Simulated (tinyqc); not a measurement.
A run and its error bars: classical Heisenberg spin chain: exact results, Metropolis, heat-bath and over-relaxation steps, and a Monte Carlo run. Computed by tinyqc, a small Python program. Command: `OMP_NUM_THREADS=1 python tinyqc.py 3130054 3130055 out.jsonl heismc walk`. One thread of a shared host (Intel(R) Xeon(R) Processor @ 2.30GHz), about 0.2 s of CPU time with the checks.

E = -J sum_i s_i . s_(i+1) for unit vectors s_i on an open chain; K = J/(k_B T).

Inputs (values chosen for the exercise, for a model chain of large moments):
```
quantity                     value  unit
coupling J                      14   meV
temperature T                 92.6     K
moment mu                      3.4  mu_B
length N of the open chain      12     -
seed                        478611     -
```

Update: heat bath with over-relaxation.

Constants: k_B = 8.617333262e-05 eV/K; mu_B = 5.7883818060e-05 eV/T.

Method:
- Each bond angle is independent, so u = <s_i . s_(i+1)> = coth K - 1/K, <s_i . s_(i+n)> = u^n, correlation length xi = -1/ln|u|, energy per bond -J u, heat capacity per bond c/k_B = 1 - K^2/sinh^2 K, and for the long chain chi = mu^2 (1 + u)/(3 k_B T (1 - u)) per spin.
- For N spins, <|sum s|^2>/N = (1 + u)/(1 - u) - 2 u (1 - u^N)/(N (1 - u)^2); the long chain has (1 + u)/(1 - u), chi over the Curie value, and the difference is relative to it.
- From the ordered state (alternating for J < 0), with each spin drawn from exp(h . s), h = K x sum of neighbours, 200 sweeps are discarded and 1600 recorded (even and odd sites in turn, each heat-bath sweep followed by two sweeps of reflections; random numbers not printed, so these rows are one sample). Errors are the scatter of block means over sqrt(number of blocks).

K = 1.75446

u = 0.491730

<|sum s|^2>/N = 2.61774

Blocking:
```
block length  mean bond product      error  <|sum s|^2>/N     error
1                       0.49765  0.0033160         2.6641  0.043019
4                       0.49765  0.0035624         2.6641  0.045313
16                      0.49765  0.0037117         2.6641  0.047083
40                      0.49765  0.0042329         2.6641  0.052482
80                      0.49765  0.0048082         2.6641  0.059083
```

With blocks of 40 the bond product is 1.4 error bars from the exact u = 0.4917, and <|sum s|^2>/N is 0.9 from the exact 2.618. Blocking to 40 changes the two errors by factors 1.3 and 1.2.
